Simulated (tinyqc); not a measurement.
Avalanche multiplication and breakdown of a junction from ionisation integrals: one step, computed by the program tinyqc.

Ionisation coefficients follow the local field. Position x runs through the depletion layer from the p side (x = 0), where electrons enter, to the n side (x = w), where holes enter. The built-in voltage is neglected.

Question. Coefficients at the critical field. alpha_n = a_n exp(-(b_n/F)^c), alpha_p = a_p exp(-(b_p/F)^c).

Inputs (values chosen for the exercise, modelled on InP):
```
quantity                   value  unit
electron prefactor a_n  5.66e+06  1/cm
electron field b_n      3.09e+06  V/cm
hole prefactor a_p      2.11e+06  1/cm
hole field b_p          2.33e+06  V/cm
exponent c                     1     -
```

Junction: p-i-n with uniform field.

critical field F_m = 0.4125640 MV/cm

Give: alpha_n; alpha_p; ratio k = alpha_p/alpha_n; shorter ionisation length.

Answer.

alpha_n = 3163 1/cm

alpha_p = 7440 1/cm

ratio k = alpha_p/alpha_n = 2.352

shorter ionisation length = 1.344 micrometre
